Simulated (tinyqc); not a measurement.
# Gap and screening length from two transmissions

Inverse problem. At the source junction of a tunnel FET, T(w) = exp(-S), S = 2 pi lam sqrt(m/(C Eg)) [w + Eg/2 - sqrt(w (w + Eg))], C = hbar^2/(2 m0). Find Eg (between 0.1 and 3 eV) and lam.

Values chosen for this exercise: band-edge mass of the two-band model m = 0.081 m0.

Constants: q = 1.602176634e-19 C, hbar = 1.054571817e-34 J s, m0 = 9.1093837015e-31 kg, hbar^2/(2 m0) = 0.0380998212 eV nm^2. Results are converted to the units shown.

T(w) at w = 0.09 and 0.36 eV: 3.9015468e-6  4.5283447e-4

Answer. The ratio of the two exponents depends on Eg alone and falls steadily with it, which fixes Eg; either exponent then gives lam.

ratio of the two S = 1.62
Eg = 1.35 eV
lam = 3.90 nm

Computed by the program tinyqc: `OMP_NUM_THREADS=1 python tinyqc.py 2620045 2620046 out.jsonl`, one thread of a shared Intel Xeon 2.30GHz, about 0.01 s for the whole run.
